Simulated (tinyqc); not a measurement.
What each input does: propagation of a band-gap error through k.p and effective-mass formulas.

Chain, for a gap E (the reference Eg or another value), with Ep and Dso kept: 1/me = 1 + Ep (E + 2 Dso/3)/(E (E + Dso)); g* = 2 - 2 Ep Dso/(3 E (E + Dso)); g1(E) = g1 + (Ep/3)(1/E - 1/Eg), g2(E) = g2 + (Ep/6)(1/E - 1/Eg), light hole 1/(g1 + 2 g2), heavy hole 1/(g1 - 2 g2) along [100]; optical constant ei(E) = 1 + (ei - 1)(EP/(EP + E - Eg))^2, static e0(E) = ei(E) + e0 - ei.

Donor: R = Ry me/e0^2, a_B = a0 e0/me, Mott density (0.26/a_B)^3. Nc, Nv = 2 (m kT/(4 pi c))^(3/2), c = hbar^2/2m0, ni = sqrt(Nc Nv) exp(-E/2kT). Exciton: Ry mu/e0^2 with 1/mu = 1/me + g1(E). 1 angstrom^-3 = 1e24 cm^-3.

Constants: Ry = 13.60569312 eV; a0 (Bohr radius) = 0.5291772105 angstrom; kB = 8.617333262e-05 eV/K; hbar^2/2m0 = 3.80998211 eV angstrom^2.

Values chosen for the exercise (reference values near those of CdTe, gap at low temperature; shifted at random, so the results belong to these values and not to a real crystal):

| symbol | value | unit | meaning |
|---|---|---|---|
| Eg | 1.614 | eV | gap at Gamma to the s-like level |
| Dso | 0.909 | eV | spin-orbit splitting |
| Ep | 19 | eV | Kane energy |
| g1 | 5.32 |  | Luttinger gamma1 |
| g2 | 1.7 |  | gamma2 |
| e0 | 10.4 |  | static dielectric constant |
| ei | 7.16 |  | optical dielectric constant |
| EP | 5.29 | eV | mean (Penn) gap |
| mh | 0.48 | m0 | density-of-states mass of the holes |
| T | 400 | K | temperature |
| Eg2 | 0.952 | eV | a wrong gap, of the size a semi-local functional can give |

All at E = Eg2.

Results for these values:

| case | me (m0) | light hole (m0) | e0 | donor (meV) | exciton (meV) | log10 ni |
|---|---|---|---|---|---|---|
| base | 0.0565 | 0.0705 | 12.29 | 5.088 | 3.498 | 12.414 |

What happens to each result for mh = 0.442 m0, all else kept?

Answer: me does not change at the printed digits; light hole does not change at the printed digits; e0 does not change at the printed digits; donor does not change at the printed digits; exciton does not change at the printed digits; log10 ni falls from 12.414 to 12.388.

The same for each parameter in turn:

| case | me (m0) | light hole (m0) | e0 | donor (meV) | exciton (meV) | log10 ni |
|---|---|---|---|---|---|---|
| base | 0.0565 | 0.0705 | 12.29 | 5.088 | 3.498 | 12.414 |
| Eg2 = 1.028 eV | 0.0603 | 0.0758 | 12.03 | 5.666 | 3.893 | 11.957 |
| Dso = 0.836 eV | 0.0560 | 0.0705 | 12.29 | 5.048 | 3.479 | 12.412 |
| Ep = 20.52 eV | 0.0525 | 0.0684 | 12.29 | 4.731 | 3.299 | 12.391 |
| g1 = 5.746 | 0.0565 | 0.0685 | 12.29 | 5.088 | 3.441 | 12.414 |
| EP = 4.867 eV | 0.0565 | 0.0705 | 12.49 | 4.923 | 3.385 | 12.414 |
| ei = 6.587 | 0.0565 | 0.0705 | 12.11 | 5.237 | 3.600 | 12.414 |
| mh = 0.442 m0 | 0.0565 | 0.0705 | 12.29 | 5.088 | 3.498 | 12.388 |
| T = 368 K | 0.0565 | 0.0705 | 12.29 | 5.088 | 3.498 | 11.839 |

Run: tinyqc, `OMP_NUM_THREADS=1 python tinyqc.py 1850154 1850155 out.jsonl`; Intel(R) Xeon(R) Processor @ 2.30GHz, one thread, shared host; about 0.01 s of CPU time with all checks.
